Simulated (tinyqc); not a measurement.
## Double-gate transistor, scale length and short-channel effects: a higher permittivity at fixed equivalent oxide thickness

A body of thickness ts between two insulators of thickness ti and two tied gates. Below threshold the potential that source and drain add obeys Laplace's equation and vanishes on the gate. Its lowest mode decays along the channel as exp(-k y); k is the smallest positive root of the matching condition at the interface, and the scale length is Lambda = pi/k.

k is the smallest positive root of f(k) = ei cos(k ti) cos(k ts/2) - eps_r sin(k ti) sin(k ts/2). Along the channel psi(y) = s + a exp(y/l) + b exp(-y/l) with psi(0) = Vbi, psi(L) = Vbi + Vds and l = 1/k = Lambda/pi; with A = Vbi - s, B = A + Vds, x = exp(-L/l): a = (B - A x) x/(1 - x^2), b = (A - B x)/(1 - x^2). The minimum is s + 2 sqrt(a b), at y = (l/2) ln(b/a). The long-channel potential follows the gate as s = sT + (Vg - VTL)/m, and the threshold VT is the gate voltage at which the minimum equals sT. Swing = m Vt ln 10/g at threshold, g = d(minimum)/ds = 1 - (b x + a)/((1 + x) sqrt(a b)). DIBL = [VT(0.05 V) - VT(Vds)]/(Vds - 0.05 V). sT and Vbi are held fixed; m = 1. The equivalent oxide thickness 3.9 ti/ei is held at 2.2 nm, so ti = 2.2 ei/3.9 nm.

Inputs (values chosen for the exercise); permittivities: semiconductor made up, insulator close to that of silicon nitride: temperature T = 300 K; relative permittivity of the semiconductor eps_r = 11.7; body thickness ts = 9.9 nm; channel length L = 41 nm; potential of the source Vbi = 1 V; potential of the barrier top at threshold sT = 0.38 V; drain voltage Vds = 0.7 V.

Constants: q = 1.602176634e-19 C, kB = 1.380649e-23 J/K, Vt = kB T/q. Results are converted to the units shown.

Results:
```
ei   ti (nm)  Lambda (nm)  L/Lambda  DIBL (mV/V)  swing (mV/decade)
3.9   2.2000       20.474    2.0026       38.360             65.494
5     2.8205       20.678    1.9828       39.705             65.699
7.5   4.2308       21.341    1.9212       44.235             66.387
15    8.4615       25.037    1.6375       74.003             70.851
20    11.282       28.749    1.4261       111.33             76.344
25    14.103       33.121    1.2379       164.45             84.028
35    19.744       42.931   0.95502       317.86             105.76
```

Estimate the missing row, ei = 10.

Computed row:
```
ei  ti (nm)  Lambda (nm)  L/Lambda  DIBL (mV/V)  swing (mV/decade)
10   5.6410       22.290    1.8394       51.152             67.433
```

With this row back in the table: As ei goes from 3.9 to 35, Lambda rises from 20.5 to 42.9 nm, DIBL rises from 38.4 to 318 mV/V and the swing rises from 65.5 to 106 mV a decade. The ratio ei/ti is the same in every row, yet the insulator grows from 2.20 to 19.7 nm, and drain fields reach the channel sideways through it. For ei = 20 to 35 L is under 1.5 Lambda, where higher modes, left out of the one-mode potential, count.

Program tinyqc, `OMP_NUM_THREADS=1 python tinyqc.py 2420156 2420157 out.jsonl`; Intel Xeon 2.30GHz, shared host, one thread, about 0.01 s.
